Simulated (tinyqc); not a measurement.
## Minority carriers and saturation current of a heavily doped emitter: approximations to the Fermi level

n-type, parabolic bands, full ionisation. eta = (EF - Ec)/kB T solves N = Nc F12(eta), F12(x) = (2/sqrt(pi)) int_0^infinity sqrt(u)/(1 + exp(u - x)) du. The gap shrinks rigidly by dEg = E1 [ln(N/N0) + sqrt(ln^2(N/N0) + 0.5)], an empirical law that is here taken as the true narrowing.

With u = N/Nc: Boltzmann ln u; Joyce-Dixon ln u + 0.353553 u - 4.95009e-3 u^2 + 1.48386e-4 u^3 - 4.42563e-6 u^4; degenerate limit (3 sqrt(pi) u/4)^(2/3). The Einstein ratio is D/(mu Vt) = F12/Fm, Fm(x) = dF12/dx = (1/sqrt(pi)) int_0^infinity u^(-1/2)/(1 + exp(u - x)) du.

Values chosen for this exercise:
- Nc = 3.58e19 cm^-3 (conduction-band density of states at 350 K)

Approximations to the Fermi level:
```
N (cm^-3)      N/Nc       eta  Boltzmann  Joyce-Dixon  degenerate  D/(mu Vt)
1.9e18     0.053073   -2.9173    -2.9361      -2.9173     0.17074     1.0187
4.9e18      0.13687   -1.9404    -1.9887      -1.9404     0.32109     1.0482
1.3e19      0.36313  -0.88526    -1.0130     -0.88526     0.61536     1.1271
3.2e19      0.89385   0.19996   -0.11221      0.19996      1.1219     1.3084
8.3e19       2.3184    1.6357    0.84089       1.6357      2.1178     1.7715
2.1e20       5.8659    3.6981     1.7692       3.6975      3.9323     2.8054
5.5e20       15.363    7.3580     2.7320       7.2868      7.4715     5.0621
1.4e21       39.106    13.870     3.6663       8.4461      13.929     9.3264
```

What does the table show?

Boltzmann is within 0.1 of eta up to N/Nc = 0.14, Joyce-Dixon within 0.01 up to 5.9, and the degenerate limit is off by 0.060 in the last row. The Einstein ratio rises from 1.02 to 9.33: degenerate carriers diffuse faster for the same mobility.

Range of the model: Band tails, non-parabolic bands and incomplete ionisation are left out.

Numbers from tinyqc (`OMP_NUM_THREADS=1 python tinyqc.py 2330069 2330070 out.jsonl`; about 0.01 s on one thread of a shared Intel Xeon 2.30GHz).
